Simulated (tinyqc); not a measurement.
MP2 on RHF in the sto-6g basis, for H3-, spin multiplicity 1, step by step. The basis has no diffuse functions, so it cannot describe the extra electron: this is an exercise in the method, not the real anion. One step of it, computed by the program tinyqc.

Problem. Iteration 8 (converged): orbitals. Diagonalise F' = X^T F X, C = X C', fill 2 alpha and 2 beta electrons from the bottom; D = 2 C_occ C_occ^T. Each column has its largest component positive (the first on a tie).

converged F (hartree), lower triangle:
```
           1H 1s      2H 1s     3H 1s
1H 1s   0.124084
2H 1s  -0.224109   0.120913
3H 1s  -0.224109  -0.036460  0.120913
```

X:
```
               1          2         3
1H 1s   1.077810   0.000000  0.539156
2H 1s  -0.716622   0.733695  0.405450
3H 1s  -0.716622  -0.733695  0.405450
```

Give: F' = X^T F X; orbital energies; coefficients C; D after iteration 8.

Solution.

F' = X^T F X (hartree), lower triangle:
```
       1      2       3
1  0.923
2  0.000  0.169
3  0.000  0.000  -0.132
```

orbital energies (hartree): MO1 -0.132, MO2 0.169, MO3 0.923

coefficients C:
```
         MO1     MO2     MO3
1H 1s  0.539   0.000   1.078
2H 1s  0.406   0.734  -0.716
3H 1s  0.406  -0.734  -0.716
```

D after iteration 8, lower triangle:
```
       1H 1s   2H 1s  3H 1s
1H 1s  0.581
2H 1s  0.437   1.406
3H 1s  0.437  -0.747  1.406
```
